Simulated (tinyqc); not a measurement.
Atomic layer deposition: Langmuir saturation, growth per cycle and coating of deep features: one step, computed by the program tinyqc.

Precursor A sticks only on free sites, so a long enough pulse saturates; co-reactant B then frees the sites again.

Problem. Steady growth per cycle. One cycle from coverage th0: pulse A gives th1 = th_s + (th0 - th_s) exp(-(k_a + k_d) t), th_s = k_a/(k_a + k_d); the purge leaves th2 = th1 exp(-k_d t_p); pulse B converts c_B th2 into film and leaves th3 = (1 - c_B) th2. Growth = G c_B th2. The periodic state has th0 = th3: th0 = (1 - c_B) e_p th_s (1 - e_a)/(1 - (1 - c_B) e_p e_a), with e_a = exp(-(k_a + k_d) t), e_p = exp(-k_d t_p). Share of impinging molecules used = q (th1 - th0)/(F t).

Inputs (values chosen for the exercise, modelled on silicon dioxide from an aminosilane and ozone):
```
quantity                              value      unit
site density q                          2.7    1/nm^2
growth per cycle at saturation G        1.2  angstrom
temperature T                           150         C
pulse time t                          0.063         s
co-reactant completion per pulse c_B  0.999         -
purge time t_p                          7.3         s
```

k_a = 227.8628 1/s

k_d = 1.609513e-04 1/s

flux F = 8544.856 1/(nm^2 s)

Give: coverage after pulse A; growth per cycle; share of impinging molecules used.

Solution.

coverage after pulse A = 1.0000

growth per cycle = 1.197 angstrom

share of impinging molecules used = 0.005011

The pulse is 14.36 filling times long: saturated.
